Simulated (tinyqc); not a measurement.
Reverse leakage of an n+-p junction: diffusion, generation, trap-assisted and band-to-band tunnelling: leakage components against the SRH lifetime of both carriers at zero field.

One-sided abrupt junction in the depletion approximation, x from the junction (0) to W on the p side, field F = F0 (1 - x/W). Flat quasi-Fermi levels, long p side. Traps generate through SRH with both lifetimes shortened by 1 + Gamma (Hurkx enhancement, form for moderate fields); band-to-band generation is local and needs a total bending above Eg.

ni = sqrt(Nc Nv) exp(-Eg/(2 Vt)), Eg in volts; Vbi = Vt ln(Na Nd/ni^2); W = sqrt(2 eps0 eps_r (Vbi + VR)/(q Na)); F0 = 2 (Vbi + VR)/W; FG = sqrt(24 mt m0 (kB T)^3)/(q hbar); J_diff = q ni^2 sqrt(Dn/tau)(1 - exp(-VR/Vt))/Na. u = (Vbi + VR)(1 - x/W)^2, p = Na exp(-u/Vt), n = Nd exp((u - Vbi - VR)/Vt); G0 = ni^2 (1 - exp(-VR/Vt))/(tau (n + p + 2 ni cosh(Et/Vt))); Gamma = 2 sqrt(3 pi)(F/FG) exp((F/FG)^2); trap-assisted part G0 Gamma; G_bb = Ab F^2.5 exp(-Bb/F) with F in V/cm, zero unless Vbi + VR > Eg. Currents are q times the integrals over 0 to W; J_bb under 1e-8 of J is printed as 0; rows with F0/FG above 2.2, beyond the range of this Gamma, are left out.

Parameters, values chosen for the exercise; band and dielectric values those of a made-up semiconductor:
```
symbol,value,unit,meaning
T,400,K,temperature
Eg,0.906,eV,band gap
eps_r,15.4,,relative permittivity
Nc,3.2e17,cm^-3,conduction-band density of states at T
Nv,1.28e19,cm^-3,valence-band density of states at T
Na,6.4e16,cm^-3,acceptor density of the lighter side
Nd,1e19,cm^-3,donor density of the heavier side
Et,0.01,eV,trap level above the intrinsic level
mt,0.056,m0,tunnelling mass
Dn,4.4,cm^2/s,electron diffusion coefficient on the lighter side
Ab,3.7e16,cm^-0.5 V^-2.5 s^-1,band-to-band prefactor
Bb,8.47e6,V/cm,band-to-band field constant
VR,2.5,V,reverse bias
```

Constants: q = 1.602176634e-19 C, kB = 1.380649e-23 J/K, hbar = 1.054571817e-34 J s, m0 = 9.1093837015e-31 kg, Vt = kB T/q, eps0 = 8.8541878128e-14 F/cm where lengths are in cm. Results are converted to the units shown.

The same in every row: F0 (kV/cm) = 224; F0/FG = 0.834.

Results:

| tau (s) | J_diff (A/cm^2) | J_SRH (A/cm^2) | J_TAT (A/cm^2) | J_bb (A/cm^2) | J (A/cm^2) | largest part |
|---|---|---|---|---|---|---|
| 1e-10 | 8.27e-6 | 0.0566 | 0.250 | 0 | 0.307 | trap-assisted tunnelling |
| 1e-9 | 2.62e-6 | 0.00566 | 0.0250 | 0 | 0.0307 | trap-assisted tunnelling |
| 1e-8 | 8.27e-7 | 5.66e-4 | 0.00250 | 0 | 0.00307 | trap-assisted tunnelling |
| 1e-7 | 2.62e-7 | 5.66e-5 | 2.50e-4 | 3.90e-12 | 3.07e-4 | trap-assisted tunnelling |
| 1e-6 | 8.27e-8 | 5.66e-6 | 2.50e-5 | 3.90e-12 | 3.08e-5 | trap-assisted tunnelling |
| 0.0001 | 8.27e-9 | 5.66e-8 | 2.50e-7 | 3.90e-12 | 3.15e-7 | trap-assisted tunnelling |

Estimate the missing row, tau = 1e-5 s.

Computed row:

| tau (s) | J_diff (A/cm^2) | J_SRH (A/cm^2) | J_TAT (A/cm^2) | J_bb (A/cm^2) | J (A/cm^2) | largest part |
|---|---|---|---|---|---|---|
| 1e-5 | 2.62e-8 | 5.66e-7 | 2.50e-6 | 3.90e-12 | 3.09e-6 | trap-assisted tunnelling |

With this row back in the table: J falls from 0.307 to 3.15e-7 A/cm^2. Trap-assisted tunnelling leads at tau = 1e-10 and in all other rows. J_SRH and J_TAT go as 1/tau and J_diff as tau^(-1/2); J_bb does not depend on it.

Range of the model: The n+ side is degenerate, so Vbi from Boltzmann statistics is only a guide.

Computed by the program tinyqc: `OMP_NUM_THREADS=1 python tinyqc.py 2290026 2290027 out.jsonl`, one thread of a shared Intel Xeon 2.30GHz, about 0.01 s for the whole run.
